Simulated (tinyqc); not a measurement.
On-chip interconnect, size-dependent resistivity and RC delay: course in time.

A rectangular line between two neighbours and two ground planes. Surface and grain-boundary scattering are added to the bulk resistivity as corrections; capacitances are parallel-plate values without fringing; inductance is ignored.

5 equal pi sections: series Rs = r Lw/5; node capacitances c Lw/5, halved at nodes 0 and 5, with Cl added to node 5; Rd feeds node 0. Elmore delay of node k: the sum, over the resistors on the path to k, of resistance times all capacitance downstream of it.

A 1 V step is applied behind Rd at t = 0. C dv/dt = -G v + b, with G the conductance matrix of the ladder (1/Rs between neighbours, 1/Rd added at node 0) and b = (1 V/Rd, 0, ...). Trapezoidal step: (C/dt + G/2) v(new) = (C/dt - G/2) v + b. The last column solves the same ladder exactly by its modes.

Values chosen for this exercise: driver resistance Rd = 970 ohm; time step dt = 1.8 ps.

Rs = 1905.29 ohm
C, node 0 to 5 (fF): 0.0810499  0.162100  0.162100  0.162100  0.162100  1.38105

Voltages (V):
```
t (ps)	node 0	node 2	node 5	node 5, exact
1.800	1.524	0.4714	0.0309	0.0367
3.600	0.384	0.6254	0.1181	0.1241
5.400	1.376	0.5664	0.2134	0.2112
7.200	0.530	0.6893	0.2900	0.2906
9.000	1.286	0.6585	0.3627	0.3622
10.80	0.633	0.7404	0.4269	0.4265
12.60	1.223	0.7313	0.4846	0.4843
14.40	0.709	0.7840	0.5369	0.5364
16.20	1.176	0.7880	0.5833	0.5831
18.00	0.768	0.8212	0.6257	0.6252
19.80	1.140	0.8320	0.6633	0.6630
21.60	0.814	0.8528	0.6974	0.6970
```

What do the numbers show?

The far end of the ladder reaches 0.5 V at 13.12 ps, 0.717 of its Elmore delay (ln 2 = 0.693 for a single pole); the slowest mode has a time constant of 16.93 ps. The largest error of the trapezoidal steps at that node is 6.0 mV. Node 0 swings up and down from step to step: the trapezoidal rule does not damp modes much faster than dt, so these swings are numerical.

Range of the model: The metal width is under the mean free path, where the thick-limit surface term and the simple sum of corrections lose accuracy.

tinyqc, about 0.01 s, one thread, Intel Xeon 2.30GHz (shared host): `OMP_NUM_THREADS=1 python tinyqc.py 2100169 2100170 out.jsonl`
